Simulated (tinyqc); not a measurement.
What each parameter does: quasiparticle equation with a plasmon-pole self-energy for two band edges.

For each edge E = e + X + Sc(E), with the correlation part Sc(E) = A[0]/(E - a + w) + A[1]/(E - b - w); a and b are the valence and conduction energies that enter the Green function (a = ev, b = ec in the one-shot scheme). Z = 1/(1 - dSc/dE), dSc/dE = -A[0]/(E - a + w)^2 - A[1]/(E - b - w)^2.

Values chosen for the exercise (scales of the order of those of diamond; shifted at random, so the results belong to these values and not to a real crystal):
```
symbol  value          unit  meaning
ev      0              eV    mean-field valence top
ec      3.97           eV    mean-field conduction edge
w       28             eV    pole energy
Av      (103.3, 67.1)  eV^2  weights of the valence state on the hole and electron poles
Ac      (67.1, 122.2)  eV^2  the same for the conduction state
Xv      -2.19          eV    exchange minus the mean-field potential, valence
Xc      3.34           eV    the same, conduction
```

Exact one-shot edges and Z of the valence state there.

Results for these values:
```
case  Ev (eV)  Ec (eV)  gap (eV)       Z
base  -0.5001   4.8473    5.3475  0.8332
```

What happens to each result for Av = (108.46, 67.1) eV^2, all else kept?

Answer: Ev rises from -0.5001 to -0.3446; Ec does not change at the printed digits; gap falls from 5.3475 to 5.1919; Z falls from 0.8332 to 0.8291.

The same for each parameter in turn:
```
case                      Ev (eV)  Ec (eV)  gap (eV)       Z
base                      -0.5001   4.8473    5.3475  0.8332
w = 29.4 eV               -0.5818   4.9613    5.5431  0.8456
Xv = -2.29 eV             -0.5834   4.8473    5.4308  0.8328
Xc = 3.44 eV              -0.5001   4.9287    5.4289  0.8332
ec = 4.07 eV              -0.4948   4.9423    5.4371  0.8335
Av = (108.46, 67.1) eV^2  -0.3446   4.8473    5.1919  0.8291
Ac = (67.1, 128.31) eV^2  -0.5001   4.6650    5.1652  0.8332
```

Computed by tinyqc, a small Python program: `OMP_NUM_THREADS=1 python tinyqc.py 1850227 1850228 out.jsonl` (the numbers bound the seed that draws the inputs); one thread of a shared host (Intel(R) Xeon(R) Processor @ 2.30GHz), about 0.01 s for the whole set of steps.
